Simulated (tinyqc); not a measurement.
Inside a calculation. Model: vertical double-diffused power MOSFET, components of the on-resistance.

tinyqc, about 0.01 s, one thread, Intel Xeon 2.30GHz (shared host): `OMP_NUM_THREADS=1 python tinyqc.py 2230023 2230024 out.jsonl` Printed values are rounded.

Stripe cells of pitch Wp + a, two channels a cell. Current flows through the channels, spreads in the accumulation layer, passes the gap between the p bodies and spreads at 45 degrees into the drift layer below them. Low drain voltage, full ionisation.

Values chosen for this exercise; bulk values close to those of silicon:
- T = 450 K (temperature)
- eps_r = 11.9 (relative permittivity)
- Kc = 3950 V/cm per (cm^-3)^(1/8) (critical-field constant)
- BV = 100 V (rated breakdown voltage of the drift layer)
- mud = 1230 cm^2/(V s) (drift mobility at 300 K)
- bt = 2.2 (temperature exponent of the drift mobility)
- tox = 47 nm (gate oxide thickness (eps_r 3.9))
- Vov = 11 V (gate overdrive)
- mch = 300 cm^2/(V s) (channel mobility)
- mac = 350 cm^2/(V s) (accumulation-layer mobility)
- Lc = 0.6 um (channel length)
- Wp = 3.6 um (width of the p body in one cell, channels included)
- a = 4.3 um (gap between neighbouring p bodies)
- xp = 1 um (depth of the p body)
- Nj = 1 (doping of the gap over the drift doping)
- Vbi = 0.568 V (built-in voltage of the body junction)
- Rs = 0.58 mohm cm^2 (substrate and contact resistance)

Constants: q = 1.602176634e-19 C, eps0 = 8.8541878128e-14 F/cm where lengths are in cm. Results are converted to the units shown.

## Drift layer

Triangular field at breakdown with Ec = Kc N^(1/8): BV = eps0 eps_r Ec^2/(2 q N), so N = (eps0 eps_r Kc^2/(2 q BV))^(4/3); W = 2 BV/Ec; mu = mud (T/300 K)^(-bt); rho = 1/(q mu N); ideal resistance rho W.

N = 4.10708e15 cm^-3
Ec = 0.353418 MV/cm
W = 5.65902 um
mu = 504.086 cm^2/(V s)
rho = 3.01476 ohm cm
ideal resistance = 1.70606 mohm cm^2

## Components of the on-resistance

Pitch p = Wp + a, Cox = 3.9 eps0/tox; zero-bias depletion in the gap w0 = sqrt(2 eps0 eps_r Vbi/(q N Nj)), open gap g = a - 2 w0; R_ch = Lc p/(2 mch Cox Vov); R_acc = 0.6 a p/(4 mac Cox Vov), 0.6 being an empirical factor for current leaving the layer along its length; R_gap = (rho/Nj) xp p/g; spreading depth t = min(W, (p - g)/2); R_drift = (rho p/2) ln((g + 2 t)/g) + rho (W - t); R_on = the sum with Rs.

w0 = 0.426497 um
g = 3.44701 um
components (mohm cm^2): channel 0.0977505, accumulation 0.180140, gap 0.690936, drift 2.02245, substrate 0.58
R_on = 3.57127 mohm cm^2
shares (%): channel 2.7371, accumulation 5.0441, gap 19.3470, drift 56.6310, substrate 16.2407

The drift term is the largest. R_on is 2.09 times the ideal drift resistance, and spreading raises the drift term to 1.19 times it.
